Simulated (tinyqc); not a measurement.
Plane-wave Kohn-Sham cycle with exchange-only LDA in a layered model solid, step by step. One step of it, computed by the program tinyqc.

Task: Iteration 1: levels at that k. Diagonalise the Hermitian matrix.

H (hartree), lower triangle:
```
           -3         -2         -1         +0         +1         +2        +3
-3   0.702416
-2  -0.240000   0.202862
-1  -0.115000  -0.240000  -0.086353
+0   0.000000  -0.115000  -0.240000  -0.165230
+1   0.000000   0.000000  -0.115000  -0.240000  -0.033768
+2   0.000000   0.000000   0.000000  -0.115000  -0.240000   0.308032
+3   0.000000   0.000000   0.000000   0.000000  -0.115000  -0.240000  0.860170
```

Give: eigenvalues.

Result:

eigenvalues (hartree): -0.6239  -0.1637  0.1300  0.2894  0.4018  0.8020  0.9526
